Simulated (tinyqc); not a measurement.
MOSFET in the linear regime without short-channel effects, parameter extraction from computed curves: extraction methods against the drawn gate length.

Inversion charge Q = Cox n Vt W0(exp((Vg - VT)/(n Vt))), W0 the Lambert function and n = nf; u = Q/Cox; mobility mu = mu0/(1 + th1 u + th2 u^2); channel resistance Rch = (L - dL)/(W mu Q); Id = Vd/(Rch + Rsd/W). Cox = eps0 eox/tox. Small Vd, no channel-length or drain effects.

From the continuous curve Id(Vg): tangent at peak gm (V_ext = Vg - Id/gm); constant current Id = 0.1 uA W/L; peak of d2Id/dVg2; Y = Id/sqrt(gm) drawn through Vg = VT + 0.6 and VT + 0.8 V, with intercept VT_Y and slope s. Mobilities gm,max L/(W Cox Vd) and s^2 L/(W Cox Vd) with the drawn L. Last column: share of Rsd/W in the total resistance at VT + 0.8 V.

Values chosen for this exercise; channel values of the order met in silicon transistors: temperature T = 300 K; relative permittivity of the gate insulator (close to silicon dioxide) eox = 3.9; insulator thickness tox = 2 nm; low-field mobility mu0 = 140 cm^2/(V s); first mobility attenuation factor th1 = 0.19 1/V; second mobility attenuation factor th2 = 0.27 1/V^2; threshold voltage VT = 0.23 V; body factor nf = 1.46; gate width W = 1 um; drawn less effective length dL = 0.011 um; source plus drain resistance Rsd = 460 ohm um; drain voltage Vd = 0.01 V.

Constants: q = 1.602176634e-19 C, kB = 1.380649e-23 J/K, Vt = kB T/q, eps0 = 8.8541878128e-14 F/cm where lengths are in cm. Results are converted to the units shown.

Results:
```
L (um)	V_ext (V)	constant current (V)	second derivative (V)	VT_Y (V)	mobility from gm (cm^2/(V s))	mobility from Y (cm^2/(V s))	series share (%)
0.03	0.176	0.254	0.193	0.339	74.3	267	76.2
0.062	0.198	0.266	0.207	0.339	81.3	206	54.4
0.13	0.213	0.271	0.213	0.339	89.4	185	33.9
0.27	0.224	0.274	0.217	0.339	96.0	176	19.0
1.2	0.236	0.275	0.220	0.339	103	171	4.87
2.4	0.239	0.275	0.221	0.339	105	170	2.49
5	0.240	0.275	0.221	0.339	105	170	1.21
```

Estimate the missing row, L = 0.56 um.

Computed row:
```
L (um)	V_ext (V)	constant current (V)	second derivative (V)	VT_Y (V)	mobility from gm (cm^2/(V s))	mobility from Y (cm^2/(V s))	series share (%)
0.56	0.232	0.275	0.219	0.339	100	173	9.99
```

With this row back in the table: The model has VT = 0.23 V and mu0 = 140 cm^2/(V s). Over the table the extracted thresholds move by 64 mV (tangent), 22 mV (constant current), 27 mV (second derivative), under 0.5 mV (Y function). The mobility from gm rises from 74.3 to 105 and that from Y falls from 267 to 170 cm^2/(V s).

Computed by the program tinyqc: `OMP_NUM_THREADS=1 python tinyqc.py 2210103 2210104 out.jsonl`, one thread of a shared Intel Xeon 2.30GHz, about 0.01 s for the whole run.
